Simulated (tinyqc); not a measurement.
Trap-assisted generation and recombination current of an abrupt junction: one step, computed by the program tinyqc. Command: `OMP_NUM_THREADS=1 python tinyqc.py 3031897 3031898 out.jsonl junctionleak walk`. One thread of a shared host (Intel(R) Xeon(R) Processor @ 2.30GHz), about 0.02 s of CPU time with the checks.

Depletion approximation, flat quasi-Fermi levels across the depleted layer, long neutral regions with minority lifetimes tau_n and tau_p, full ionisation and Boltzmann statistics. Voltages in exponents stand for e V.

Problem. Built-in voltage and diffusion current. N_c = 2 M_c (2 pi m_e k_B T/h^2)^(3/2) and N_v = 2 (2 pi m_h k_B T/h^2)^(3/2), masses in units of m_0. n_i = sqrt(N_c N_v) exp(-E_g/2 k_B T); V_bi = (k_B T/e) ln(N_A N_D/n_i^2); diffusion saturation current J_d0 = e n_i^2 [sqrt(D_n/tau_n)/N_A + sqrt(D_p/tau_p)/N_D].

Inputs (values chosen for the exercise, with bands and screening modelled on CdTe):
```
quantity,value,unit
gap E_g,1.54,eV
electron mass m_e,0.0995,m_0
valleys M_c,1,-
hole mass m_h,0.637,m_0
acceptor density N_A,2e+16,cm^-3
donor density N_D,3.3e+18,cm^-3
capture time tau_n,4e-08,s
capture time tau_p,8.3e-06,s
electron diffusion coefficient D_n,5.6,cm^2/s
hole diffusion coefficient D_p,4.9,cm^2/s
temperature T,300,K
```

Field enhancement: Hurkx tunnelling factor.

Constants: k_B = 8.617333262e-05 eV/K; m_0 = 9.1093837015e-31 kg; k_B = 1.380649e-23 J/K; h = 6.62607015e-34 J s; e = 1.602176634e-19 C.

Give: k_B T; n_i; V_bi; J_d0.

Solution.

k_B T = 0.02585 eV

n_i = 3.678e+05 cm^-3

V_bi = 1.410 V

J_d0 = 1.283e-20 A/cm^2

Caution: one side is doped near or above its effective density of states, so Boltzmann statistics understate V_bi.
